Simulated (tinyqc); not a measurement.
Pump-down curve: gas flow in a process chamber: flow regimes, conductance, effective pumping speed, pump-down, outgassing and purge. Computed by tinyqc, a small Python program. Command: `OMP_NUM_THREADS=1 python tinyqc.py 3121093 3121094 out.jsonl pump walk`. One thread of a shared host (Intel(R) Xeon(R) Processor @ 2.30GHz), about 0.07 s of CPU time with the checks.

Ideal gas, isothermal flow, a pump of constant speed at the end of a round pipe; process gas, volume gas and outgassing are given the same properties. 1 sccm = 101325 Pa x 1e-6 m^3/60 s x T/273.15 K.

Inputs (values chosen for the exercise, modelled on oxygen near room temperature):
```
quantity                     value            unit
molar mass M                    32           g/mol
molecular diameter            0.36              nm
viscosity eta                 20.6   micropascal s
temperature T                  350               K
chamber volume V               6.7               L
wall area                      3.9             m^2
pipe diameter d                 25              cm
pipe length l                   25              cm
pump speed S                  3300             L/s
outgassing rate after 1 h  2.9e-06  Pa m^3/(s m^2)
outgassing exponent n          1.1               -
starting pressure p0           570              Pa
```

Constants: k_B = 1.380649e-23 J/K; u = 1.6605390666e-27 kg.

Method:
- Mean speed c = sqrt(8 k_B T/(pi m)); aperture conductance C_a = c pi d^2/16; molecular pipe C_m = C_a/(1 + 3 l/(4 d)) (Dushman form); viscous pipe C_v = pi d^4 p_mean/(128 eta l); Knudsen interpolation C = C_v + C_m (1 + x)/(1 + 1.24 x), x = d p_mean sqrt(m/(k_B T))/eta.
- Effective speed 1/S_eff = 1/S + 1/C_m; time constant V/S_eff; pressure at which the free path k_B T/(sqrt2 pi d_m^2 p) equals d.
- Pump-down: V dp/dt = -S_eff(p) p + q(t) A, with S_eff = S p_2/p, where p_2 solves C((p + p_2)/2) (p - p_2) = S p_2 at each moment, and q(t) = q_1 (1 h/(t + 10 s))^n; integrated adaptively. At long times p = q(t) A/S_eff.
- S_eff(p) is tabulated at 260 pressures and interpolated in ln p. Comparison columns: p0 exp(-t/time constant) with the molecular S_eff (0 below 1e-26 p0), and the outgassing limit.

time constant = 0.00401574 s

S_eff in molecular flow = 1668.43 L/s

Pressure against time:
```
t (s)       p (Pa)  S_eff (L/s)  volume gas only (Pa)  outgassing limit (Pa)
0.3     4.2766e-03       1661.0                     0             4.2556e-03
1       3.9774e-03       1661.3                     0             3.9587e-03
3       3.3079e-03       1662.1                     0             3.2942e-03
10      2.0568e-03       1664.0                     0             2.0509e-03
30      9.5821e-04       1666.2                     0             9.5680e-04
100     3.1461e-04       1667.6                     0             3.1445e-04
300     1.0061e-04       1668.2                     0             1.0060e-04
1000    2.7438e-05       1668.4                     0             2.7437e-05
3600    6.7582e-06       1668.4                     0             6.7582e-06
20000   1.0273e-06       1668.4                     0             1.0273e-06
100000  1.7500e-07       1668.4                     0             1.7500e-07
```

What does the comparison show, and why?

From t = 0.3 s on the pressure is within 20 % of the outgassing limit, which falls only as (t + 10 s)^-1.1: walls, not volume, set the time to base pressure.
